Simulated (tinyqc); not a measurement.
The integration grid: Kohn-Sham LDA (VWN5) on finer and finer grids in the 3-21g basis, for H2, spin multiplicity 3. Computed by the program tinyqc with PySCF. 

Geometry (angstrom):
```
atom       x       y       z
H     0.0000  0.0000  0.0000
H     0.0000  0.0000  0.8430
```

Self-consistent on each grid; the net force on the molecule should vanish.

Kohn-Sham energy on Becke grids (radial x angular points per atom):
```
grid       points  residual of the electron count  E (hartree)  E - finest (mhartree)  largest net force without grid terms (hartree/bohr)
10 x 14       272                        1.39e-02    -0.772977              -3.013316                                             2.22e-16
15 x 26       768                        3.44e-03    -0.771987              -2.022806                                             1.11e-16
20 x 50      1984                       -1.19e-04    -0.769997              -0.032993                                             5.88e-17
30 x 86      5138                        1.52e-05    -0.769969              -0.004870                                             1.11e-16
50 x 194    19362                       -3.45e-08    -0.769964               0.000000                                             2.02e-16
75 x 302    45242                        2.30e-09    -0.769964               0.000000                                             3.61e-16
120 x 590  141384                        6.64e-13    -0.769964               0.000000                                             4.32e-16
```

The energy is within 0.1 mhartree of the finest grid first at 20 x 50. The error has one sign here, though quadrature is not variational. The net force vanishes by symmetry here, so only the electron count signals a poor grid.
